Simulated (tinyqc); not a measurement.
# Changing the surface recombination velocity S

Model: photoconductance decay in a wafer: bulk and surface recombination modes, and iron detection by pair splitting. Computed by tinyqc, a small Python program. Command: `OMP_NUM_THREADS=1 python tinyqc.py 3112839 3112840 out.jsonl pcd sweep`. One thread of a shared host (Intel(R) Xeon(R) Processor @ 2.30GHz), about 0.04 s of CPU time with the checks.

Both faces of the wafer have the same S; injection is low and all coefficients are constant. x runs from -W/2 to W/2.

Inputs (values chosen for the exercise, modelled on p-type silicon): thickness W = 525 micrometre; diffusivity D = 22.5 cm^2/s; bulk lifetime tau_b without iron = 39 microsecond.

Method:
- h = S W/(2 D). Solve f(b) = b sin b - h cos b = 0 from b = (pi/2) sqrt(h/(h + pi^2/4)), with f'(b) = (1 + h) sin b + b cos b; four steps.
- Even modes cos(a x) obey b tan b = S W/(2 D) with b = a W/2, odd modes sin(a x) obey -b cot b = S W/(2 D); each decays at the rate 1/tau_b + D a^2.
- tau_eff is the decay time of the first mode. The surface time is 1/(D a^2) of that mode; shortcuts for it are W/(2 S), W^2/(pi^2 D) and their sum, whose error is sum/surface time - 1.

One run for each value:
```
surface recombination velocity S (cm/s)  tau_eff (microsecond)  surface time (microsecond)  error of the sum (%)           h
3.00e-01                                                38.983                  8.7510e+04            2.5177e-03  3.5000e-04
1.60e+00                                                38.908                  1.6416e+04            1.3415e-02  1.8667e-03
8.40e+00                                                38.521                  3.1352e+03            7.0070e-02  9.8000e-03
4.50e+01                                                36.596                  5.9358e+02            3.6528e-01  5.2500e-02
2.40e+02                                                29.420                  1.1976e+02            1.6910e+00  2.8000e-01
1.30e+03                                                17.315                  3.1139e+01            4.7036e+00  1.5167e+00
6.70e+03                                                11.221                  1.5753e+01            3.6582e+00  7.8167e+00
3.60e+04                                                 9.755                  1.3010e+01            1.0097e+00  4.2000e+01
1.90e+05                                                 9.480                  1.2524e+01            2.0697e-01  2.2167e+02
1.00e+06                                                 9.428                  1.2433e+01            3.9921e-02  1.1667e+03
```

Over the rows, tau_eff (microsecond) falls from 39.0 to 9.43 (exponent d ln y / d ln x -0.0012 between the first rows and -0.0033 between the last); surface time (microsecond) falls from 87500 to 12.4 (exponent d ln y / d ln x -1.00 between the first rows and -0.0044 between the last); error of the sum (%) goes from 0.00252 through a maximum among these rows, 4.70 at 1300, to 0.0399. At the low end the exponent of surface time is -1.00, close to -1: slow surfaces, W/(2 S). At the high end the exponent of surface time is 0.00, close to 0: fast surfaces, limited by diffusion. The sum of the two shortcuts misses by at most about 4.7 % over these rows.

Extremes, crossings and ranges named in words are read from the listed rows.
